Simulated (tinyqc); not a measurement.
What each parameter does: deformation-potential model of the X valleys of a conduction band.

Valleys with axes along x, y and z, one whole valley each. Herring-Vogt shift of a valley with unit axis a: dE = Xd tr(e) + Xu a.e.a. Non-degenerate shares n_i = exp(-dE_i/kT)/sum_j exp(-dE_j/kT). Inverse mass tensor of a valley: (1 - a a)/mt + a a/ml; the masses are taken as independent of strain.

s11 = (C11 + C12)/((C11 - C12)(C11 + 2 C12)), s12 = -C12/((C11 - C12)(C11 + 2 C12)), s44 = 1/C44; exx = s11 sxx + s12 (syy + szz) and cyclic, exy = s44 sxy/2; tension is positive. A uniaxial stress X along the unit vector n is s_ij = X n_i n_j. Biaxial (001) means sxx = syy = X.

Constants: kB = 8.617333262e-05 eV/K.

Values chosen for the exercise (near those of GaP; the results hold for these values, not for the real material): ml = 1.955 m0 (longitudinal mass); mt = 0.252 m0 (transverse mass); Xd = 1.54 eV (dilation potential); Xu = 6.35 eV (uniaxial potential); C11 = 139.3 GPa; C12 = 62.1 GPa; C44 = 72 GPa; load = biaxial (001) (kind of stress); X = 0.67 GPa (stress); T = 300 K (temperature).

Spread of the valley edges, lowest edge, largest share and m_c along [001].

Results for these values:

| case | spread (meV) | lowest edge (meV) | largest share | m_c (m0) |
|---|---|---|---|---|
| base | 55.11 | -18.14 | 0.8082 | 0.8515 |

What happens to each result for C44 = 86.4 GPa, all else kept?

Answer: spread does not change at the printed digits; lowest edge does not change at the printed digits; largest share does not change at the printed digits; m_c does not change at the printed digits.

The same for each parameter in turn:

| case | spread (meV) | lowest edge (meV) | largest share | m_c (m0) |
|---|---|---|---|---|
| base | 55.11 | -18.14 | 0.8082 | 0.8515 |
| ml = 2.346 m0 | 55.11 | -18.14 | 0.8082 | 0.9046 |
| mt = 0.202 m0 | 55.11 | -18.14 | 0.8082 | 0.7338 |
| Xd = 1.232 eV | 55.11 | -19.71 | 0.8082 | 0.8515 |
| Xu = 7.62 eV | 66.13 | -23.34 | 0.8659 | 1.0255 |
| C11 = 111.44 GPa | 86.23 | -36.69 | 0.9335 | 1.3491 |
| C12 = 74.52 GPa | 65.68 | -26.79 | 0.8638 | 1.0180 |
| C44 = 86.4 GPa | 55.11 | -18.14 | 0.8082 | 0.8515 |
| X = 0.536 GPa | 44.09 | -14.52 | 0.7335 | 0.6979 |
| T = 240 K | 55.11 | -18.14 | 0.8778 | 1.0707 |

Xd moves all valleys together, so it shifts the edge and nothing else.

tinyqc: `OMP_NUM_THREADS=1 python tinyqc.py 1050321 1050322 out.jsonl`; about 0.01 s, one thread, shared Intel(R) Xeon(R) Processor @ 2.30GHz.
